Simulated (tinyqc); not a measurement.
Inside a calculation. Model: atomic layer deposition: Langmuir saturation, growth per cycle and coating of deep features. Computed by tinyqc, a small Python program that keeps every step. Command: `OMP_NUM_THREADS=1 python tinyqc.py 3019309 3019310 out.jsonl ald walk`. One thread of a shared host (Intel(R) Xeon(R) Processor @ 2.30GHz), about 0.09 s of CPU time with the checks. Intermediate numbers are printed to about 7 digits and carried at full precision; extremes and crossings named in words are read from the listed rows.

Precursor A sticks only on free sites, so a long enough pulse saturates; co-reactant B then frees the sites again.

Inputs (values chosen for the exercise, modelled on hafnium oxide from an amide and water):
```
quantity                                  value      unit
precursor mass M                            411         u
site density q                              2.8    1/nm^2
growth per cycle at saturation G              1  angstrom
sticking probability beta on free sites   0.067         -
precursor pressure p                        4.1        Pa
temperature T                               325         C
pulse time t                             0.0024         s
co-reactant completion per pulse c_B        0.9         -
desorption energy E_d                      2.05        eV
purge time t_p                              3.4         s
aspect ratio a                               95         -
```

Feature: round hole.

Constants: u = 1.6605390666e-27 kg; k_B = 1.380649e-23 J/K; k_B = 8.617333262e-05 eV/K.

## Flux and saturation time

Wall flux F = p/sqrt(2 pi M k_B T); rate of filling k_a = beta F/q; desorption k_d = 1e13 exp(-E_d/(k_B T)) per second. 1/m^2 = 1e-18/nm^2. Temperatures in kelvin are T(C) + 273.15.

flux F = 21787.22 1/(nm^2 s)

k_a = 521.3370 1/s

k_d = 5.339505e-05 1/s

time to 99 % without desorption, ln(100)/k_a = 0.008833385 s

## The first four cycles

One cycle from coverage th0: pulse A gives th1 = th_s + (th0 - th_s) exp(-(k_a + k_d) t), th_s = k_a/(k_a + k_d); the purge leaves th2 = th1 exp(-k_d t_p); pulse B converts c_B th2 into film and leaves th3 = (1 - c_B) th2. Growth = G c_B th2. Start from th0 = 0.

Cycles:
```
cycle         th0        th1        th2         th3  growth (angstrom)
1      0.00000000  0.7138413  0.7137117  0.07137117          0.6423405
2      0.07137117  0.7342648  0.7341315  0.07341315          0.6607183
3      0.07341315  0.7348491  0.7347157  0.07347157          0.6612441
4      0.07347157  0.7348658  0.7347324  0.07347324          0.6612592
```

## Steady growth per cycle

The periodic state has th0 = th3: th0 = (1 - c_B) e_p th_s (1 - e_a)/(1 - (1 - c_B) e_p e_a), with e_a = exp(-(k_a + k_d) t), e_p = exp(-k_d t_p). Share of impinging molecules used = q (th1 - th0)/(F t).

coverage after pulse A = 0.7348663

growth per cycle = 0.6612596 angstrom

share of impinging molecules used = 0.03541642

The pulse is 1.25 filling times long: not fully saturated, so thickness still depends somewhat on the local dose. Caution: many metal-organic precursors decompose at such temperatures, which adds growth left out here. Caution: common pulse valves need about 10 ms, so a pulse this short is formal.

## Exposure for a deep feature

Diffusion-limited filling (Gordon) of a round hole of diameter w: a saturation front at depth z needs dz/dt = D_K n/(z (4q/w)), with Knudsen D_K = w c/3 and F = n c/4; including the entrance and floor terms, t = (q/F)(1 + 19a/4 + 3a^2/2). Reaction-limited filling needs ln(100)/k_a at any depth, k_a = beta F/q. Flow is molecular. The front picture holds when the modulus a sqrt(beta) is well above 1. Depth reached by the given pulse: solve the same formula for a. Exposure = p x diffusion-limited time; 1 langmuir = 1.33322e-4 Pa s.

diffusion-limited time = 1.797903 s

exposure = 55290.21 langmuir

modulus = 24.59014

aspect ratio reached by the front in time t = 2.196894

Diffusion needs 1.80 s and reaction 0.00883 s: transport limits, and the feature fills from the mouth down. Caution: the pulse is shorter than ln(100)/k_a, so even the open surface is not saturated and the depth reached has no meaning. Caution: the depth reached is formal here: it is under 2/sqrt(beta), so no sharp front has formed.

## Coverage along the feature as the dose grows

Continuum model with steady gas transport: d2n/dz2 = 3 beta (1 - th) n/d_h^2 (d_h the hydraulic diameter, n = 1 at the mouth, no flux at the floor, 60 cells), d th/dt = beta F n (1 - th)/q; no desorption. Times are multiples of the larger of the Gordon time and ln(100)/k_a.

Coverage:
```
multiple     t (s)  top cell  quarter depth  half depth  three quarters  floor cell
0.05      0.089895         1          0.205       0.000           0.000        0.00
0.10      0.179790         1          0.993       0.000           0.000        0.00
0.20      0.359581         1          1.000       0.092           0.000        0.00
0.40      0.719161         1          1.000       1.000           0.008        0.00
0.60      1.078742         1          1.000       1.000           0.875        0.00
0.80      1.438322         1          1.000       1.000           1.000        0.03
1.00      1.797903         1          1.000       1.000           1.000        1.00
1.30      2.337274         1          1.000       1.000           1.000        1.00
```

At a multiple of 0.2 the coverage is 1.00 at the top and 0.00 at the floor. The walls fill from the top down behind a front whose depth grows as sqrt(t), since the modulus is well above 1. In the last row the floor reaches 1.000.

Checks made by the program: periodic state against 400 explicit cycles (relative difference below 1e-10).
